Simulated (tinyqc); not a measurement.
From results back to parameters: band-to-band tunnelling across a p-n junction in a two-band chain. Four cases, with inputs chosen for the exercise.

Problem. In a uniform field T = exp(-B/F), B = (pi/4) sqrt(m/c) Eg^(3/2), c = hbar^2/2m0, 1 V/angstrom = 100 MV/cm. m is the band-edge mass, the same for both bands (twice the reduced mass). The ratio below comes from a hidden m.

Constants: hbar^2/2m0 = 3.80998211 eV angstrom^2.

Case 1.

Values chosen (out of a larger set: gap and mass near those of InAs; not measured data): Eg = 0.369 eV (gap); F1 = 1.4 MV/cm (first field); F2 = 2.21 MV/cm (second field).

ln(T2/T1) = 0.369586

Case 2.

Values chosen (out of a larger set: gap and mass near those of InSb; not measured data): Eg = 0.18 eV (gap); F1 = 1.16 MV/cm (first field); F2 = 3.24 MV/cm (second field).

ln(T2/T1) = 0.196857

Case 3.

Values chosen (out of a larger set: gap and mass near those of GaAs; not measured data): Eg = 1.373 eV (gap); F1 = 1.46 MV/cm (first field); F2 = 2.33 MV/cm (second field).

ln(T2/T1) = 4.509690

Case 4.

Values chosen (out of a larger set: gap and mass near those of InSb; not measured data): Eg = 0.186 eV (gap); F1 = 0.95 MV/cm (first field); F2 = 3 MV/cm (second field).

ln(T2/T1) = 0.278604

Find: B; m.

Solution. B is the logarithm over 1/F1 - 1/F2, and m = c (4B/pi)^2/Eg^3 with B in V/angstrom.

Case 1.

B = 1.412 MV/cm
m = 0.0245 m0

Case 2.

B = 0.356 MV/cm
m = 0.0134 m0

Case 3.

B = 17.633 MV/cm
m = 0.0742 m0

Case 4.

B = 0.387 MV/cm
m = 0.0144 m0

Computed by tinyqc, one run a case: `OMP_NUM_THREADS=1 python tinyqc.py N N+1 out.jsonl` with N = 1450840, 1450857, 1450877, 1450908; one thread of a shared Intel(R) Xeon(R) Processor @ 2.30GHz, about 0.01 s a run at most.
